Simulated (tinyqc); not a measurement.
Schottky barrier on an n-type semiconductor with a doping step, non-linear Poisson equation by Newton steps: course of the Newton iteration.

One dimension, metal at x = 0, donor density C(x) = N1 for x < x1 and Nd beyond. Energies are counted from the electron Fermi level of the semiconductor and the conduction-band edge is Ec = -psi, so n = Nc exp(psi/Vt); holes follow the Fermi level of the metal, at -V, so p = Nv exp((V - psi - Eg)/Vt). Ends: psi(0) = V - phiB and psi = Vt ln(Nd/Nc) deep inside. Boltzmann statistics, full ionisation, no current, no image force in the Poisson equation.

a_i = eps0 eps_r/h_i for the interval from node i to i + 1, with h_i = x_(i+1) - x_i in cm.

Start: The parabola psi_b - (psi_b - psi_0)(1 - x/W)^2 for x < W and psi_b beyond, with psi_0 = V - phiB, psi_b = Vt ln(Nd/Nc), W = sqrt(2 eps0 eps_r (psi_b - psi_0)/(q Nd)).

n_i = Nc exp(psi_i/Vt), p_i = Nv exp((V - psi_i - Eg)/Vt), rho_i = p_i - n_i + C_i, g_i = (n_i + p_i)/Vt. Box widths w_i = (h_(i-1) + h_i)/2 in cm. Residual F_i = a_i (psi_(i+1) - psi_i) - a_(i-1) (psi_i - psi_(i-1)) + q rho_i w_i; Jacobian: a_(i-1) and a_i beside the diagonal, b_i = -a_(i-1) - a_i - q g_i w_i on it. The two end nodes are fixed.

Solve the tridiagonal system a_(i-1) d_(i-1) + b_i d_i + a_i d_(i+1) = -F_i for nodes 1 to 12, with d = 0 on fixed nodes. If the largest |d| exceeds 4 Vt, the whole step is scaled down so that it equals 4 Vt.

Stop when the largest undamped |d| is below 1e-9 V, or after 80 iterations.

Values chosen for this exercise; band and dielectric values those of a made-up semiconductor: temperature T = 273 K; band gap Eg = 0.605 eV; relative permittivity eps_r = 16.9; conduction-band density of states at T Nc = 8.18e18 cm^-3; valence-band density of states at T Nv = 5.29e18 cm^-3; donor density deep in the semiconductor Nd = 1.8e17 cm^-3; barrier height phiB = 0.33 eV; bias of the metal against the semiconductor V = 0 V; depth of the doping step x1 = 48 nm; donor density above the step N1 = 1.8e16 cm^-3.

Constants: q = 1.602176634e-19 C, kB = 1.380649e-23 J/K, Vt = kB T/q, eps0 = 8.8541878128e-14 F/cm where lengths are in cm. Results are converted to the units shown.

```
node  x (nm)  donor density C (cm^-3)
0          0                   1.8e16
1        7.3                   1.8e16
2       15.5                   1.8e16
3       24.6                   1.8e16
4       34.9                   1.8e16
5       46.4                   1.8e16
6       59.3                   1.8e17
7       73.8                   1.8e17
8       89.9                   1.8e17
9        108                   1.8e17
10       128                   1.8e17
11       151                   1.8e17
12       177                   1.8e17
13       205                   1.8e17
```

Course of the iteration:
```
iteration  largest |F| (C/cm^2)  largest |d| (V)  at node
1                       5.53e-8           0.0567        3
2                       2.38e-8           0.0308        4
3                       3.81e-9          5.75e-3        5
4                      1.94e-10          1.82e-4        6
5                      3.51e-13          3.16e-7        6
6                      1.05e-18         9.87e-13        6
```

Did this iteration meet its convergence test, and what does its course show?

Yes. Converged in 6 iterations. Once the step is below 0.1 Vt, 2 more iteration(s) reach the threshold: near the solution the error is roughly squared each time.

Program tinyqc, `OMP_NUM_THREADS=1 python tinyqc.py 2020088 2020089 out.jsonl`; Intel Xeon 2.30GHz, shared host, one thread, about 0.06 s.
